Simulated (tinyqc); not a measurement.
Two-dimensional dopant profile at a mask edge: lateral junction, overlap and effective channel length: one step, computed by the program tinyqc.

Ions enter for y < 0; the mask (spacer, then gate) covers y > 0. x is the depth. The surface reflects dopant during the anneal.

Task: Lateral junction at the surface. Widths s_x^2 = (vertical straggle)^2 + 2 D t, s_y^2 = (lateral straggle)^2 + 2 D t. C(x, y) = V(x) (1/2) erfc(y/(sqrt2 s_y)), V(x) = Q/(sqrt(2 pi) s_x) [exp(-(x - R_p)^2/(2 s_x^2)) + exp(-(x + R_p)^2/(2 s_x^2))]; 1 nm = 1e-7 cm. The lateral junction at depth x solves C = C_B: y_j(x) = sqrt2 s_y erfc^-1(2 C_B/V(x)). Overlap under the gate = y_j(0) - spacer; metallurgical channel L_met = L_g - 2 overlap (tails from the two sides are not added). Abruptness at y_j(0) in nm per decade = ln(10) s_y sqrt(pi/2) exp(u^2) erfc(u), u = y_j/(sqrt2 s_y). Overlap capacitance per width = 3.9 eps_0 overlap/t_ox (zero if there is no overlap).

Inputs (values chosen for the exercise, modelled on a source-drain extension in silicon):
```
quantity              value    unit
channel doping C_B  1.2e+17  1/cm^3
gate length L_g         670      nm
offset spacer            36      nm
oxide thickness           4      nm
```

s_y = 53.62835 nm

V at the surface = 3.186374e+19 1/cm^3

vertical junction x_j = 218.7923 nm

Constants: eps_0 = 8.8541878128e-12 F/m.

Give: lateral junction y_j(0); ratio y_j(0)/x_j; overlap; metallurgical channel L_met; lateral abruptness; overlap capacitance.

Result:

lateral junction y_j(0) = 143.31 nm

ratio y_j(0)/x_j = 0.65502

overlap = 107.31 nm

metallurgical channel L_met = 455.37 nm

lateral abruptness = 41.432 nm/decade

overlap capacitance = 0.92642 fF/um

The two overlaps take 32 % of the gate length.
